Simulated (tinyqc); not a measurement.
Worked calculation: one-electron ion in a basis of Gaussians. Computed by tinyqc, a small Python program that keeps every step. Settings: Z = 4, l = 0. Command: `OMP_NUM_THREADS=1 python tinyqc.py 24268 24269 out.jsonl` (the two numbers bound the seeds that draw the settings). One thread of a shared host (Intel(R) Xeon(R) Processor @ 2.60GHz), about 0.01 s of CPU time with the checks.

## Matrices over normalised Gaussians

exponents of r^l exp(-a r^2) (1/bohr^2): 1.423000  5.941000  24.810000  103.600000  432.500000

Z = 4

l = 0

With p = a_i + a_j and I(k) = Gamma((k+1)/2) / (2 p^((k+1)/2)): S = I(2l+2), T = (2l+3) a_i a_j S / p, V = -Z I(2l+1), each divided by sqrt(S_ii S_jj).

S, lower triangle:
```
,1,2,3,4,5
1,1.000000
2,0.701734,1.000000
3,0.304893,0.701651,1.000000
4,0.111184,0.304856,0.701676,1.000000
5,0.038665,0.111189,0.304922,0.701755,1.000000
```

T (hartree), lower triangle:
```
,1,2,3,4,5
1,2.134500
2,2.416822,8.911500
3,1.230982,10.089490,37.215000
4,0.468213,5.138759,42.135247,155.400000
5,0.164520,1.954872,21.464068,175.957182,648.750000
```

V (hartree), lower triangle:
```
,1,2,3,4,5
1,-7.614344
2,-8.594975,-15.558217
3,-7.048324,-17.561659,-31.793873
4,-5.142794,-14.401172,-35.888151,-64.969560
5,-3.635303,-10.508316,-29.431270,-73.337084,-132.746508
```

## Generalised eigenproblem

H = T + V (hartree), lower triangle:
```
,1,2,3,4,5
1,-5.479844
2,-6.178153,-6.646717
3,-5.817341,-7.472169,5.421127
4,-4.674581,-9.262412,6.247096,90.430440
5,-3.470783,-8.553444,-7.967202,102.620098,516.003492
```

Solve H C = S C e through S^(-1/2); each column has its largest component positive (the first on a tie).

eigenvalues of S: 0.077260  0.222869  0.607414  1.433610  2.658847

eigenvalues (hartree): -7.985116  0.157682  29.829163  185.090642  920.896402

coefficients:
```
,1,2,3,4,5
1,0.392504,1.330938,-0.617376,-0.234161,0.096748
2,0.569759,-1.101948,1.645303,0.759496,-0.313569
3,0.155594,-0.066786,-1.564082,-1.592077,0.745535
4,0.028880,-0.036355,0.084991,1.647737,-1.482339
5,0.006382,-0.003152,-0.034875,-0.114741,1.535113
```

For Z = 4 and l = 0 the exact lowest level is -Z^2/(2 n^2) with n = l + 1: -8.000000 hartree.
